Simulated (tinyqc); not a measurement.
Bandgap voltage reference from two bipolar transistors: two steps of the calculation.

Two transistors of area 1 and N carry the same current I. Is(T) = Is (T/T0)^eta exp[(Vg0 q/kB)(1/T0 - 1/T)], VBE1 = Vt ln(I/Is(T)) + I rb, VBE2 = Vt ln(I/(N Is(T))) + I rb/N. The amplifier forces I R1(T) = VBE1 - VBE2 + Vos, with R(T) = R (1 + tc (T - T0)) for both resistors, and the output is Vref = VBE1 + I R2(T). Base currents and the Early effect are neglected.

Values chosen for this exercise; values of the order met in silicon bipolar transistors:
- T0 = 300 K (reference temperature)
- Vg0 = 1.201 V (band-gap voltage extrapolated to 0 K)
- eta = 3.3 (temperature exponent of the saturation current)
- Is = 8.5e-16 A (saturation current of the unit transistor at T0)
- N = 8 (area ratio of the second transistor)
- R1 = 16 kohm (resistor across which the difference of VBE falls, at T0)
- tc = 1200 ppm/K (temperature coefficient of both resistors)
- Vos = 0 mV (offset of the amplifier)
- rb = 110 ohm (series resistance of the unit transistor)
- R2 = 196.6 kohm (output resistor at T0)
- T = 333 K (temperature)

Constants: q = 1.602176634e-19 C, kB = 1.380649e-23 J/K. Results are converted to the units shown.

Question 1. Operating point at another temperature. Vt = kB T/q; I = (Vt ln N + Vos)/(R1(T) - rb (1 - 1/N)).

Wanted: Vt; I; Is(T); VBE1; I R2; Vref.

Answer 1.

Vt = 0.02870 V
I = 3.608 uA
Is(T) = 1.198e-13 A
VBE1 = 0.4946 V
I R2 = 0.7375 V
Vref = 1.232 V

From T0 to T, VBE1 changes by -77.2 mV and I R2 by 72.9 mV, which leaves -4.31 mV in Vref.

Question 2. Resistor for zero slope at T0, ideal case. With tc = 0, Vos = 0 and rb = 0 the current is proportional to T, dVBE/dT = (VBE - Vg0 - (eta - 1) Vt)/T, and Vref has zero slope at T0 when Vref = Vg0 + (eta - 1) Vt0. Find VBE1, its slope, that Vref, R2/R1 and the curvature d2Vref/dT2 = -(eta - 1) kB/(q T0).

Find: VBE1; dVBE/dT; Vref; R2/R1; curvature.

Answer 2.

VBE1 = 0.5713 V
dVBE/dT = -2.297 mV/K
Vref = 1.260 V
R2/R1 = 12.82
curvature = -0.6607 uV/K^2

Program tinyqc, `OMP_NUM_THREADS=1 python tinyqc.py 2062191 2062192 out.jsonl`; Intel Xeon 2.30GHz, shared host, one thread, about 0.03 s.
